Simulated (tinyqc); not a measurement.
Inside a calculation. Model: donor binding, ionisation and the Mott limit.

Numbers from tinyqc (`OMP_NUM_THREADS=1 python tinyqc.py 2330085 2330086 out.jsonl`; about 0.01 s on one thread of a shared Intel Xeon 2.30GHz). Printed values are rounded.

Hydrogenic donor: Ry = (m0 q^3/(8 eps0^2 h^2)) me/eps_r^2 in eV, E0 = cc Ry, radius a = q/(8 pi eps0 eps_r E0), Mott density Nm = (0.26/a)^3. Below Nm the level sinks as Ed = E0 [1 - (N/Nm)^(1/3)]. Neutrality: Nc F12(eta) = N/(1 + 2 exp(eta + Ed/kB T)), F12(x) = (2/sqrt(pi)) int_0^infinity sqrt(u)/(1 + exp(u - x)) du.

Parameters, values chosen for the exercise; band and dielectric values close to those of 4H silicon carbide: temperature T = 77 K; relative permittivity eps_r = 9.89; mass in the hydrogenic formula, set independently of Nc me = 0.363 m0; conduction-band density of states at 77 K Nc = 2.22e18 cm^-3; ratio of the true binding energy to the hydrogenic one cc = 2; donor density N = 2.1e19 cm^-3.

Constants: q = 1.602176634e-19 C, kB = 1.380649e-23 J/K, eps0 = 8.8541878128e-12 F/m, h = 6.62607015e-34 J s, m0 = 9.1093837015e-31 kg, Vt = kB T/q. Results are converted to the units shown.

Range of the model: A sharp level with degeneracy 2 overstates freeze-out near Nm, where the impurity band broadens and merges with the conduction band.

## Binding energy, radius and Mott density

The mean spacing of the donors is N^(-1/3).

Ry = 50.4934 meV
E0 = 100.987 meV
a = 0.720876 nm
Nm = 4.69178e19 cm^-3
spacing over a = 5.02805
Ed = 23.7380 meV

## Ionisation

Solve the neutrality equation for eta. Boltzmann form: with k = (Nc/2) exp(-Ed/kB T) the ionised share is [-k + sqrt(k^2 + 4 k N)]/(2 N).

eta = -0.970721
ionised share = 3.55735 %
n = 7.47044e17 cm^-3
ionised share, Boltzmann form = 3.77017 %

With the level held at E0 the share would be 0.0114 %.
